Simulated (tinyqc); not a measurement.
Weibull analysis of times to dielectric breakdown, with area scaling: two steps of the calculation.

Breakdown times follow F(t) = 1 - exp(-(t/t63)^beta). The 9 times below were drawn at random from beta = 0.8, t63 = 320 s and are treated as data; all samples failed.

Parameters, values chosen for the exercise: characteristic time of a test capacitor t63 = 320 s; Weibull slope beta = 0.8.

Task 1. Median ranks and the Weibull scale. F_i = (i - 0.3)/(n + 0.4) for the sorted times, W_i = ln(-ln(1 - F_i)).

t, i 1 to 9 (s): 10.8  22.8  76.4  238  529  561  563  567  1010

Give: F; W; ln t.

Result 1.

```
i        F        W    ln t
1  0.07447  -2.5589  2.3795
2  0.18085  -1.6120  3.1268
3  0.28723  -1.0829  4.3360
4  0.39362  -0.6927  5.4723
5  0.50000  -0.3665  6.2710
6  0.60638  -0.0700  6.3297
7  0.71277   0.2211  6.3333
8  0.81915   0.5365  6.3404
9  0.92553   0.9545  6.9177
```

Task 2. Straight-line fit. W = ln(-ln(1 - F)) is the Weibull ordinate of each ranked failure. Least squares of W on ln t: beta = sum (x - mean x)(W - mean W)/sum (x - mean x)^2 with x = ln t, and ln t63 = mean x - mean W/beta.

```
i           W       ln t
1  -2.5589408  2.3795461
2  -1.6119944  3.1267605
3  -1.0829294  4.3359827
4  -0.6926603  5.4722707
5  -0.3665129  6.2709884
6  -0.0700182  6.3297209
7   0.2211078  6.3332796
8   0.5365410  6.3403593
9   0.9545050  6.9177056
```

Wanted: beta; t63.

Result 2.

beta = 0.65327
t63 = 433.97 s

beta is 18 % below the value that made the data and t63 36 % above it.

tinyqc, about 0.01 s, one thread, Intel Xeon 2.30GHz (shared host): `OMP_NUM_THREADS=1 python tinyqc.py 2070163 2070164 out.jsonl`
